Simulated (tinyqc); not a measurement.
Warping of the constant-energy contours: six-band Luttinger-Kohn model.

Six-band Luttinger-Kohn model in the basis |3/2,3/2>, |3/2,1/2>, |3/2,-1/2>, |3/2,-3/2>, |1/2,1/2>, |1/2,-1/2>, electron energies, zero at the top of the unstrained valence band. H = -[rows: (P+Q, -S, R, 0, -S/r2, r2 R); (-S*, P-Q, 0, R, -r2 Q, r32 S); (R*, 0, P-Q, S, r32 S*, r2 Q); (0, R*, S*, P+Q, -r2 R*, -S*/r2); (-S*/r2, -r2 Q, r32 S, -r2 R, P+Dso, 0); (r2 R*, r32 S*, r2 Q, -S/r2, 0, P+Dso)], r2 = sqrt(2), r32 = sqrt(3/2). Levels are twofold.

P = c g1 k^2 - av tr(e); Q = c g2 (kx^2 + ky^2 - 2 kz^2) - (b/2)(exx + eyy - 2 ezz); R = c sqrt3 [-g2 (kx^2 - ky^2) + 2i g3 kx ky] + (sqrt3/2) b (exx - eyy) - i d exy; S = 2 c sqrt3 g3 (kx - i ky) kz - d (exz - i eyz); c = hbar^2/2m0, e the strain tensor (not engineering shear).

Constants: hbar^2/2m0 = 3.80998211 eV angstrom^2.

Values chosen for the exercise (near those of InSb; the results hold for these values, not for the real material):
- Dso = 0.82 eV (spin-orbit splitting)
- g1 = 34.97 (Luttinger gamma1)
- g2 = 15.47 (gamma2)
- g3 = 16.55 (gamma3)
- E_h = 20 meV (hole energy below the top)

No strain (e = 0). In the plane kz = 0, |k| where the top and second pairs lie E_h below the top, against the angle from [100]; m = c k^2/E_h.

Contours:

| angle (degrees) | k top (1/angstrom) | k second (1/angstrom) | m top (m0) | m second (m0) |
|---|---|---|---|---|
| 0 | 0.0361 | 0.0090 | 0.248 | 0.015 |
| 9 | 0.0368 | 0.0090 | 0.258 | 0.015 |
| 18 | 0.0390 | 0.0089 | 0.290 | 0.015 |
| 27 | 0.0423 | 0.0089 | 0.340 | 0.015 |
| 36 | 0.0457 | 0.0089 | 0.397 | 0.015 |
| 45 | 0.0472 | 0.0089 | 0.424 | 0.015 |

The heavy contour reaches 1.308 times as far along [110] as along [100], the light one 0.988 times. The warping follows g3 - g2 = 1.08 and would vanish for g2 = g3. Along [100] the heavy mass is 1/(g1 - 2 g2) = 0.248 at any energy, while the light one is 0.0153, against 1/(g1 + 2 g2) = 0.0152 at the edge, for E_h/Dso = 0.02.

(tinyqc, `OMP_NUM_THREADS=1 python tinyqc.py 1081278 1081279 out.jsonl`, Intel(R) Xeon(R) Processor @ 2.30GHz, 1 thread, shared host, about 0.03 s.)
